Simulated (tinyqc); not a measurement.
Transfer-length model of a contact: course of the iteration.

A metal contact of length d and width W on a thin layer of the same width. The metal has no resistance, the sheet resistance under it equals Rsh, and current enters the layer at the front edge x = 0.

A = Lt coth(d/Lt) is solved for Lt, starting from Lt = A. Lt(new) = A tanh(d/Lt).

Stop when Lt changes by less than 1e-9 of itself, or after 40 iterations.

Values chosen for this exercise: contact length d = 0.12 um.

A = 0.358090 um

Course of the iteration:

| iteration | Lt (um) | relative change |
|---|---|---|
| 1 | 0.115701 | 0.677 |
| 2 | 0.278151 | 1.40 |
| 3 | 0.145566 | 0.477 |
| 4 | 0.242584 | 0.666 |
| 5 | 0.163976 | 0.324 |
| 6 | 0.223510 | 0.363 |
| 7 | 0.175689 | 0.214 |
| 8 | 0.212520 | 0.210 |
| 9 | 0.183135 | 0.138 |
| ... | ... | ... |
| 32 | 0.195723 | 6.07e-4 |
| 33 | 0.195629 | 4.77e-4 |
| 34 | 0.195703 | 3.76e-4 |
| 35 | 0.195645 | 2.96e-4 |
| 36 | 0.195691 | 2.33e-4 |
| 37 | 0.195655 | 1.83e-4 |
| 38 | 0.195683 | 1.44e-4 |
| 39 | 0.195661 | 1.14e-4 |
| 40 | 0.195678 | 8.95e-5 |

Did this iteration meet its convergence test, and what does its course show?

No. Not converged within 40 iterations: the values swing above and below the root and close in slowly. The plain step multiplies the error by -2x/sinh(2x) = -0.79 with x = d/Lt = 0.61, which nears -1 for a contact short against Lt. A rerun with Newton steps converges in 5 iterations, to 0.19567 um.

tinyqc, about 0.01 s, one thread, Intel Xeon 2.30GHz (shared host): `OMP_NUM_THREADS=1 python tinyqc.py 2760011 2760012 out.jsonl`
